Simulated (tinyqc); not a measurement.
Two coupled magnetic layers: synthetic antiferromagnet, spin flop, exchange bias and magnetoresistance: one step, computed by the program tinyqc. Command: `OMP_NUM_THREADS=1 python tinyqc.py 3029288 3029289 out.jsonl saf walk`. One thread of a shared host (Intel(R) Xeon(R) Processor @ 2.30GHz), about 0.2 s of CPU time with the checks.

Moments lie in the plane at the angles p1, p2 from the field. Energy per area: E = J1 cos(p1 - p2) + J2 cos^2(p1 - p2) - B M_s (t1 cos p1 + t2 cos p2) + K (t1 cos^2 p1 + t2 cos^2 p2).

Problem. Saturation field. The parallel state is stable while the Hessian at p1 = p2 = 0 is positive: with c = J1 + 2 J2 and u = B M_s - 2K, (u t1 - c)(u t2 - c) > c^2, so B_sat M_s = c (1/t1 + 1/t2) + 2K. B_K = 2K/M_s.

Inputs (values chosen for the exercise, for a model stack):
```
quantity,value,unit
saturation magnetisation M_s,1440,kA/m
thickness t1,3.6,nm
thickness t2,2.5,nm
antiferromagnetic coupling J1,0.088,mJ/m^2
biquadratic coupling J2,0.021,mJ/m^2
in-plane anisotropy K,10,kJ/m^3
field over the saturation field,0.32,-
```

Field direction: along the hard axis.

Give: exchange field c (1/t1 + 1/t2)/M_s; B_K; saturation field B_sat; applied field B.

Solution.

exchange field c (1/t1 + 1/t2)/M_s = 61.188 mT

B_K = 13.889 mT

saturation field B_sat = 75.077 mT

applied field B = 24.025 mT
